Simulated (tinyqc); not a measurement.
Plane-wave Kohn-Sham cycle with exchange-only LDA in a layered model solid, step by step. One step of it, computed by the program tinyqc.

Question. Iteration 1: levels at that k. Diagonalise the Hermitian matrix.

H (hartree):
```
           -2         -1         +0         +1         +2
-2   0.158365  -0.160000   0.000000   0.000000   0.000000
-1  -0.160000  -0.129194  -0.160000   0.000000   0.000000
+0   0.000000  -0.160000  -0.186706  -0.160000   0.000000
+1   0.000000   0.000000  -0.160000  -0.014171  -0.160000
+2   0.000000   0.000000   0.000000  -0.160000   0.388412
```

Give: eigenvalues.

Answer.

eigenvalues (hartree): -0.3851  -0.1431  0.0526  0.2429  0.4494
